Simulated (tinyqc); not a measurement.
# One gate, two gates and a surrounding gate

Below threshold the potential that source and drain add obeys Laplace's equation, vanishes on the gates and decays along the channel as exp(-k y). The same ts (depleted depth over a conducting body, body thickness or wire diameter), ti and permittivities in three geometries; k is the smallest positive root of: one gate, f(k) = eps_r sin(k ti) cos(k ts) + ei cos(k ti) sin(k ts); two gates, f(k) = ei cos(k ti) cos(k ts/2) - eps_r sin(k ti) sin(k ts/2); wire, f(k) = ei J0(u)[J1(u) Y0(v) - Y1(u) J0(v)] - eps_r J1(u)[J0(u) Y0(v) - Y0(u) J0(v)], u = k ts/2, v = u + k ti. Parabolic estimates of l: sqrt((eps_r/ei) ts ti); sqrt((eps_r/(2 ei)) ts ti (1 + ei ts/(4 eps_r ti))); sqrt([2 eps_r ts^2 ln(1 + 2 ti/ts) + ei ts^2]/(16 ei)), in the same order.

Parameters, values chosen for the exercise; permittivities: semiconductor close to that of gallium nitride, insulator close to that of silicon dioxide: relative permittivity of the semiconductor eps_r = 9.67; relative permittivity of the insulator ei = 3.93; insulator thickness ti = 1.4 nm; body thickness ts = 9.2 nm.

Scale lengths (nm):
```
                                 Lambda = pi/k  l = 1/k  l(parabolic)
one gate over a conducting body          12.10    3.851         5.630
two gates                                15.33    4.879         5.141
wire                                     10.05    3.200         3.494
```

What does the comparison show?

The wire has the shortest scale length, 0.656 times that of the double gate; the single gate over a conducting body has 0.789 times it, its layer ending directly on a conductor where the double gate has a second insulator. The parabolic estimates are 46 % above, 5.4 % above and 9.2 % above the exact l, in the order of the rows.

Numbers from tinyqc (`OMP_NUM_THREADS=1 python tinyqc.py 2420026 2420027 out.jsonl`; about 0.01 s on one thread of a shared Intel Xeon 2.30GHz).
